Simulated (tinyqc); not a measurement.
Gain spectrum: optical gain and spontaneous emission in a bulk direct-gap semiconductor.

Parabolic bands, vertical transitions, no excitons. For each hole band j: mr = me mj/(me + mj); joint density of states J_j(E) = (mr/c)^(3/2) sqrt(E - Eg)/(2 pi^2), both spins, c = hbar^2/2m0; averaged matrix element |e.p|^2 = m0 Ep/6; alpha_j(E) = 4 pi^2 alpha_f c Ep J_j/(3 nr E) in 1/angstrom (alpha_f the fine-structure constant, listed as alpha among the constants), times 1e8 for 1/cm.

F_j(eta) = (1/Gamma(j + 1)) integral_0^infinity x^j dx/(1 + exp(x - eta)), which tends to exp(eta) for eta << 0.

Quasi-Fermi levels: n = Nc F_1/2(Fc/kT) and p = Nv F_1/2(Fv/kT), Fc counted up from the conduction edge and Fv down from the valence edge; Nc, Nv from N = 2 (m kB T/(4 pi c))^(3/2) with c = hbar^2/2m0, in 1/angstrom^3; times 1e24 for 1/cm^3, with me and (mhh^(3/2) + mlh^(3/2))^(2/3).

For band j the electron sits at Ee = (E - Eg) mr/me above its edge and the hole at Eh = (E - Eg) mr/mj; fe = 1/(1 + exp((Ee - Fc)/kT)), fh = 1/(1 + exp((Eh - Fv)/kT)); gain g = sum_j alpha_j (fe + fh - 1).

Constants: hbar^2/2m0 = 3.80998211 eV angstrom^2; fine-structure constant alpha = 0.007297352564; kB = 8.617333262e-05 eV/K.

Inputs chosen for the exercise (near those of InGaAs; the results hold for these values, not for the real material):
- Eg = 0.73 eV (direct gap)
- me = 0.0421 m0 (electron mass)
- mhh = 0.45 m0 (heavy-hole mass)
- mlh = 0.0508 m0 (light-hole mass)
- Ep = 22.5 eV (Kane energy)
- nr = 3.51 (refractive index)
- T = 400 K
- n = 1.5e+18 1/cm^3 (injected density, n = p)

At the density n.

Spectrum:
```
E - Eg (eV)  alpha, empty (1/cm)  fe, heavy  fh, heavy  g (1/cm)
0.005                       1698      0.946      0.113       100
0.010                       2385      0.939      0.112       119
0.020                       3328      0.922      0.110       101
0.030                       4022      0.901      0.107        31
0.045                       4831      0.859      0.104      -160
0.060                       5472      0.804      0.100      -458
0.100                       6724      0.587      0.092     -1821
0.130                       7399      0.391      0.086     -3253
0.170                       8085      0.182      0.078     -5141
0.220                       8714      0.056      0.070     -6898
```

Give the missing row, E - Eg (eV) = 0.080.

Computed row:
```
E - Eg (eV)  alpha, empty (1/cm)  fe, heavy  fh, heavy  g (1/cm)
0.080                       6163      0.707      0.096     -1038
```

Fc + Fv = 0.0331 eV

g is positive below E - Eg = 0.0331 eV; the largest value listed is 119 1/cm at 0.010 eV. At 0.220 eV above the gap g is -0.79 times the absorption of the empty crystal, whose limit is -1.

Run: tinyqc, `OMP_NUM_THREADS=1 python tinyqc.py 1652729 1652730 out.jsonl`; Intel(R) Xeon(R) Processor @ 2.30GHz, one thread, shared host; about 0.08 s of CPU time with all checks.
